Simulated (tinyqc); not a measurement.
Mobility of a non-polar semiconductor in the relaxation-time approximation. Inputs raised by 5 %, one at a time. Computed by tinyqc, a small Python program. Command: `OMP_NUM_THREADS=1 python tinyqc.py 3024904 3024905 out.jsonl rta sens`. One thread of a shared host (Intel(R) Xeon(R) Processor @ 2.30GHz), about 0.02 s of CPU time with the checks.

Each valley is treated as a sphere of mass m_d for states and rates, with one isotropic relaxation time; the conductivity mass m_c sets the current.

Inputs (values chosen for the exercise, for a model non-polar semiconductor):

| quantity | value | unit |
|---|---|---|
| longitudinal mass m_l | 1.8 | m_0 |
| transverse mass m_t | 0.45 | m_0 |
| equivalent valleys Z | 3 | - |
| non-parabolicity alpha | 0.25 | 1/eV |
| static permittivity eps_s | 17.2 | - |
| density rho | 3690 | kg/m^3 |
| sound velocity v_l | 10500 | m/s |
| acoustic deformation potential D_A | 11 | eV |
| phonon energy hbar w | 35.9 | meV |
| optical or intervalley deformation potential D_o | 4.5 | 1e8 eV/cm |
| final valleys Z_f | 2 | - |
| carrier density n | 3.9e+18 | 1/cm^3 |
| compensation ratio C | 0 | - |
| temperature T | 200 | K |

Band: Kane. Impurity formula: Conwell-Weisskopf. Further scattering: none.

Constants: k_B = 8.617333262e-05 eV/K; m_0 = 9.1093837015e-31 kg; e = 1.602176634e-19 C; hbar = 1.054571817e-34 J s; eps_0 = 8.8541878128e-12 F/m; k_B = 1.380649e-23 J/K; hbar = 6.582119569e-16 eV s.

Method:
- m_d = (m_l m_t^2)^(1/3); 1/m_c = (1/m_l + 2/m_t)/3; Hall mass factor A = 3 K_m (K_m + 2)/(2 K_m + 1)^2, K_m = m_l/m_t; N_I = n (1 + C)/(1 - C).
- Kane band: hbar^2 k^2/(2 m) = E (1 + alpha E), speed v = hbar k/(m (1 + 2 alpha E)), states per spin, volume and energy g(E) = m k (1 + 2 alpha E)/(2 pi^2 hbar^2); overlap factors are set to 1. Here m = m_d. Masses are multiplied by m_0 and all formulas are in SI units.
- The reduced Fermi level eta = E_F/(k_B T) solves n = 2 Z int g f dE with f = 1/(1 + exp(x - eta)) (Z = 1 unless valleys are given); screening length L_s = sqrt(eps_s eps_0 k_B T/(e^2 dn/deta)), dn/deta = 2 Z int g f (1 - f) dE.
- Integrals over x = E/(k_B T) use 160 Gauss-Legendre points in u = sqrt(x) from 0 to sqrt(max(eta, 0) + 32).
- Phonon occupation N_q = 1/(exp(hbar w/(k_B T)) - 1).
- Acoustic deformation potential (elastic, equipartition, absorption and emission together): 1/tau = 2 pi k_B T D_A^2 g(E)/(hbar rho v_l^2).
- Optical or intervalley deformation potential: 1/tau = (pi Z_f D_o^2/(rho w)) [N_q g(E + hbar w) + (N_q + 1) g(E - hbar w)], with g = 0 below the band edge.
- Each optical term is multiplied by (1 - f(E'))/(1 - f(E)), E' the final energy, for Pauli blocking.
- Singly charged impurities, momentum relaxation: 1/tau = N_I e^4 m (1 + 2 alpha E) Phi/(8 pi (eps_s eps_0)^2 hbar^3 k^3), with alpha = 0 for a parabolic band.
- Conwell-Weisskopf: Phi = ln(1 + y^2), y = 4 pi eps_s eps_0 E N_I^(-1/3)/e^2 (largest impact parameter N_I^(-1/3)/2).
- mu = (m_d/m_c) (2 Z e/(3 n k_B T)) int g v^2 tau f (1 - f) dE.
- Averages over x are split at the emission threshold x_0 = hbar w/(k_B T): 64 Gauss-Legendre points in sqrt(x) below it and 128 in sqrt(x - x_0) above it, up to x = max(eta, 0) + 32.
- Rates are added at each energy before the average. With <y> = int g v^2 y f (1 - f) dE: Hall factor r_H = A (3 n k_B T/(2 Z m_d)) <tau^2/(1 + 2 alpha E)>/<tau>^2 (alpha = 0 for a parabolic band); Hall mobility r_H mu; |S| = (k_B/e) (<x tau>/<tau> - eta); resistivity 1/(n e mu).

Runs:

| input moved | from | to | drift mobility mu (cm^2/(V s)) | Hall factor r_H | acoustic mobility (cm^2/(V s)) | ionised impurity mobility (cm^2/(V s)) |
|---|---|---|---|---|---|---|
| base run | - | - | 190.41 | 0.89497 | 976.4 | 369.75 |
| longitudinal mass m_l (m_0) | 1.8 | 1.89 | 188.49 | 0.89060 | 948.4 | 370.65 |
| static permittivity eps_s | 17.2 | 18.06 | 196.28 | 0.89544 | 976.4 | 392.90 |
| sound velocity v_l (m/s) | 10500 | 11025 | 194.38 | 0.89473 | 1076.5 | 369.75 |
| phonon energy hbar w (meV) | 35.9 | 37.695 | 194.97 | 0.89484 | 976.4 | 369.75 |
| optical or intervalley deformation potential D_o (1e8 eV/cm) | 4.5 | 4.725 | 187.07 | 0.89606 | 976.4 | 369.75 |
| carrier density n (1/cm^3) | 3.9e+18 | 4.095e+18 | 186.66 | 0.89464 | 975.3 | 356.87 |
| temperature T (K) | 200 | 210 | 185.96 | 0.89556 | 907.1 | 382.41 |

Exponents ln(y'/y) / ln(x'/x):

| input | drift mobility mu | Hall factor r_H | acoustic mobility | ionised impurity mobility |
|---|---|---|---|---|
| longitudinal mass m_l | -0.208 | -0.100 | -0.597 | 0.050 |
| static permittivity eps_s | 0.622 | 0.011 | 0.000 | 1.244 |
| sound velocity v_l | 0.423 | -0.006 | 2.000 | 0.000 |
| phonon energy hbar w | 0.485 | -0.003 | 0.000 | 0.000 |
| optical or intervalley deformation potential D_o | -0.363 | 0.025 | 0.000 | 0.000 |
| carrier density n | -0.408 | -0.008 | -0.023 | -0.727 |
| temperature T | -0.485 | 0.013 | -1.510 | 0.690 |

Among the inputs moved here: drift mobility mu answers most in size to static permittivity eps_s (exponent +0.622), next to phonon energy hbar w (+0.485). Hall factor r_H answers most in size to longitudinal mass m_l (exponent -0.100), next to optical or intervalley deformation potential D_o (+0.025). Acoustic mobility answers most in size to sound velocity v_l (exponent +2.000), next to temperature T (-1.510); its exponent is below 0.0005 for static permittivity eps_s, phonon energy hbar w, optical or intervalley deformation potential D_o. Its exponent +2.000 in sound velocity v_l: the rate goes as 1/(rho v_l^2). Its exponent -0.023 in carrier density n: phonon-limited mobility of a classical gas does not depend on n. Ionised impurity mobility answers most in size to static permittivity eps_s (exponent +1.244), next to carrier density n (-0.727); its exponent is below 0.0005 for sound velocity v_l, phonon energy hbar w, optical or intervalley deformation potential D_o.

Caution (all rows): above a few 1e18 per cm^3 the Born approximation, static screening and an unperturbed band are rough; measured mobilities are usually lower.
